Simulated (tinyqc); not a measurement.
RHF in the sto-3g basis, for H2, spin multiplicity 1, step by step. One step of it, computed by the program tinyqc.

Question. Iteration 1: diagonalisation and new density. Diagonalise F' = X^T F X, C = X C', fill 1 alpha and 1 beta electrons from the bottom; D = 2 C_occ C_occ^T. Each column has its largest component positive (the first on a tie).

Fock matrix F (hartree), order 1H 1s, 2H 1s:
$$\begin{pmatrix}
-0.321560 & -0.554782 \\
-0.554782 & -0.321560
\end{pmatrix}$$

X, order 1H 1s, 2H 1s:
$$\begin{pmatrix}
1.126481 & 0.557976 \\
-1.126481 & 0.557976
\end{pmatrix}$$

Give: F' = X^T F X; orbital energies; coefficients C; D after iteration 1.

Answer.

F' = X^T F X (hartree):
$$\begin{pmatrix}
0.592 & 0.000 \\
0.000 & -0.546
\end{pmatrix}$$

orbital energies (hartree): MO1 -0.546, MO2 0.592

coefficients C, order 1H 1s, 2H 1s:
$$\begin{pmatrix}
0.558 & 1.126 \\
0.558 & -1.126
\end{pmatrix}$$

D after iteration 1, order 1H 1s, 2H 1s:
$$\begin{pmatrix}
0.623 & 0.623 \\
0.623 & 0.623
\end{pmatrix}$$
